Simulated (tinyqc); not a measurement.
Gamma, L and X subbands of a thin body with non-parabolic valleys: one step. Filling and quantum capacitance. Three cases, with inputs chosen for the exercise.

Question. Over the ten listed subbands, named by valley (G, L, X), degeneracy and number.

n_i = g m/(2 pi c) kB T ln(1 + exp((EF - E_i)/kB T)), sum n_i = Ns (1e12/cm^2 = 1e-4/angstrom^2), c = hbar^2/2m0. Quantum capacitance Cq = 1602.176634 sum g m/(2 pi c) f_i in microfarad/cm^2 with f_i = 1/(1 + exp((E_i - EF)/kB T)); Cox = 34.5313/eot (one gate); C/Cox = Cq/(Cq + Cox), the centroid term left out.

Constants: hbar^2/2m0 = 3.80998211 eV angstrom^2; kB = 8.617333262e-05 eV/K.

Give: EF; n_i in the order of the list; Cq; Cox; C/Cox.

Case 1.

Values chosen (near those of a thin GaSb channel; the results hold for these values, not for the real material): face = 111 (surface); t = 72 angstrom (body thickness); Ns = 7.2 x 1e12/cm^2 (sheet density); T = 300 K (temperature); eot = 7 angstrom (equivalent oxide thickness).

Subbands:

| subband | g | E (eV) | DOS mass |
|---|---|---|---|
| L1 n=1 | 1 | 0.069634 | 0.099390 |
| L1 n=2 | 1 | 0.086404 | 0.100553 |
| L1 n=3 | 1 | 0.113931 | 0.102460 |
| L3 n=1 | 3 | 0.128308 | 0.353099 |
| L1 n=4 | 1 | 0.151630 | 0.105073 |
| G1 n=1 | 1 | 0.156446 | 0.053331 |
| L1 n=5 | 1 | 0.198765 | 0.108339 |
| L1 n=6 | 1 | 0.254512 | 0.112203 |
| L3 n=2 | 3 | 0.306449 | 0.395234 |
| L1 n=7 | 1 | 0.318016 | 0.116603 |

Answer.

EF = 0.1026 eV

n_i in the order of the list (1e12/cm^2): 1.634  1.146  0.551  3.605  0.159  0.068  0.028  0.003  0.005  0.000

Cq = 32.98 microfarad/cm^2
Cox = 4.933 microfarad/cm^2
C/Cox = 0.870

EF lies 33 meV above the lowest edge; Gamma holds 1 % of the electrons. The density of states is ample: only 13 % of the gate capacitance is lost.

Case 2.

Values chosen (near those of a thin InAs channel; the results hold for these values, not for the real material): face = 110 (surface); t = 86 angstrom (body thickness); Ns = 2.8 x 1e12/cm^2 (sheet density); T = 300 K (temperature); eot = 9 angstrom (equivalent oxide thickness).

Subbands:

| subband | g | E (eV) | DOS mass |
|---|---|---|---|
| G1 n=1 | 1 | 0.145296 | 0.043584 |
| G1 n=2 | 1 | 0.404262 | 0.074213 |
| G1 n=3 | 1 | 0.684311 | 0.107335 |
| L2 n=1 | 2 | 0.766040 | 0.114780 |
| L2' n=1 | 2 | 0.825783 | 0.196145 |
| L2 n=2 | 2 | 0.875085 | 0.127057 |
| G1 n=4 | 1 | 0.970699 | 0.141207 |
| L2 n=3 | 2 | 1.036502 | 0.145232 |
| X2 n=1 | 2 | 1.045252 | 0.319839 |
| X1 n=1 | 1 | 1.058667 | 0.428399 |

Answer.

EF = 0.2983 eV

n_i in the order of the list (1e12/cm^2): 2.787  0.013  0.000  0.000  0.000  0.000  0.000  0.000  0.000  0.000

Cq = 2.99 microfarad/cm^2
Cox = 3.837 microfarad/cm^2
C/Cox = 0.438

EF lies 153 meV above the lowest edge; Gamma holds 100 % of the electrons. The low density of states costs 56 % of the gate capacitance.

Case 3.

Values chosen (near those of a thin GaAs channel; the results hold for these values, not for the real material): face = 100 (surface); t = 50 angstrom (body thickness); Ns = 3.5 x 1e12/cm^2 (sheet density); T = 300 K (temperature); eot = 11 angstrom (equivalent oxide thickness).

Subbands:

| subband | g | E (eV) | DOS mass |
|---|---|---|---|
| G1 n=1 | 1 | 0.198957 | 0.083300 |
| L4 n=1 | 4 | 0.381687 | 0.346100 |
| X1 n=1 | 1 | 0.432393 | 0.227820 |
| X1 n=2 | 1 | 0.465756 | 0.236077 |
| X2 n=1 | 2 | 0.485558 | 0.581906 |
| X1 n=3 | 1 | 0.518907 | 0.249232 |
| X1 n=4 | 1 | 0.588921 | 0.266560 |
| G1 n=2 | 1 | 0.647272 | 0.118003 |
| X2 n=2 | 2 | 0.657608 | 0.684733 |
| X1 n=5 | 1 | 0.672750 | 0.287308 |

Answer.

EF = 0.2872 eV

n_i in the order of the list (1e12/cm^2): 3.100  0.382  0.009  0.003  0.006  0.000  0.000  0.000  0.000  0.000

Cq = 7.84 microfarad/cm^2
Cox = 3.139 microfarad/cm^2
C/Cox = 0.714

EF lies 88 meV above the lowest edge; Gamma holds 89 % of the electrons. The low density of states costs 29 % of the gate capacitance.

Computed by tinyqc, one run a case: `OMP_NUM_THREADS=1 python tinyqc.py N N+1 out.jsonl` with N = 1250868, 1251121, 1251369; one thread of a shared Intel(R) Xeon(R) Processor @ 2.30GHz, about 0.04 s a run at most.
